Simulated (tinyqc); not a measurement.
Ellipsoidal valleys in the axes of a wafer and a channel, step by step. Values are carried at full precision from step to step, so a last printed digit may differ when a step is redone from the rounded ones.

Valleys with axes a along x, y and z, two valleys each; inverse mass tensor w = 1/mt + (1/ml - 1/mt) a a. Device axes: z = nz/|nz|, x = nx/|nx|, y = z cross x; in them a = (ax, ay, az). Confinement mass mz = 1/w_zz. In the plane w_ij is replaced by u_ij = w_ij - w_iz w_jz/w_zz (i, j = x, y); density-of-states mass md = 1/sqrt(det u); conductivity mass along x mc = 1/u_xx; ballistic transport mass mx = u_yy/det u, width mass my = 1/u_yy.

Constants: hbar^2/2m0 = 3.80998211 eV angstrom^2; kB = 8.617333262e-05 eV/K.

Inputs chosen for the exercise (near those of the Delta valleys of Si; the results hold for these values, not for the real material): ml = 0.922 m0 (longitudinal mass); mt = 0.197 m0 (transverse mass); nz = (0, 0, 1) (surface normal (confinement)); nx = (1, 0, 0) (channel direction); t = 6.7 nm (thickness of the film); T = 400 K (temperature).

## Device axes and valley axes

Give the rows x, y, z in cubic components and each valley axis in device components.

device axes:
```
    [100]   [010]   [001]
x  1.0000  0.0000  0.0000
y  0.0000  1.0000  0.0000
z  0.0000  0.0000  1.0000
```

valley axes:
```
       ax      ay      az
x  1.0000  0.0000  0.0000
y  0.0000  1.0000  0.0000
z  0.0000  0.0000  1.0000
```

## Tensors of the valley z

Form w and the reduced tensor u.

w (1/m0):
```
        x       y       z
x  5.0761  0.0000  0.0000
y  0.0000  5.0761  0.0000
z  0.0000  0.0000  1.0846
```

u (1/m0):
```
        x       y
x  5.0761  0.0000
y  0.0000  5.0761
```

w_xz = w_yz = 0: the normal is a principal axis and u is the upper block of w.

## Masses of all valleys

Give mz, md, mc, mx and my.

Masses (m0):

| valley | mz | md | mc | mx | my |
|---|---|---|---|---|---|
| x | 0.1970 | 0.4262 | 0.9220 | 0.9220 | 0.1970 |
| y | 0.1970 | 0.4262 | 0.1970 | 0.1970 | 0.9220 |
| z | 0.9220 | 0.1970 | 0.1970 | 0.1970 | 0.1970 |

mz md^2 = ml mt^2 = 0.03578 for every valley, so a heavy confinement mass comes with a small density of states. The heaviest mz is 0.922, for z.

## Subbands and shares in a film

Hard walls: E_n = c (n pi/t)^2/mz, c = hbar^2/2m0, n = 1, 2, 3. Non-degenerate share of a valley proportional to md sum_n exp(-E_n/kT); mean 1/mc = sum of share/mc. 1 nm = 10 angstrom.

Give the ladders, the shares and the mean conductivity mass.

Subbands:

| valley | E1 (meV) | E2 (meV) | E3 (meV) | share |
|---|---|---|---|---|
| x | 42.5 | 170.1 | 382.7 | 0.258 |
| y | 42.5 | 170.1 | 382.7 | 0.258 |
| z | 9.1 | 36.3 | 81.8 | 0.484 |

mean mc = 0.2472 m0

The lowest ladder (z) holds 48 % of the electrons in these valleys, the next starts 33 meV higher. With E3 - E1 below about 3 kT, three subbands are too few and the shares are approximate.

## Checks

- mz md^2 against ml mt^2: they agree to 1e-10 or better.
- mx my against md^2: they agree to 1e-10 or better.

Run: tinyqc, `OMP_NUM_THREADS=1 python tinyqc.py 1880310 1880311 out.jsonl`; Intel(R) Xeon(R) Processor @ 2.30GHz, one thread, shared host; about 0.01 s of CPU time with all checks.
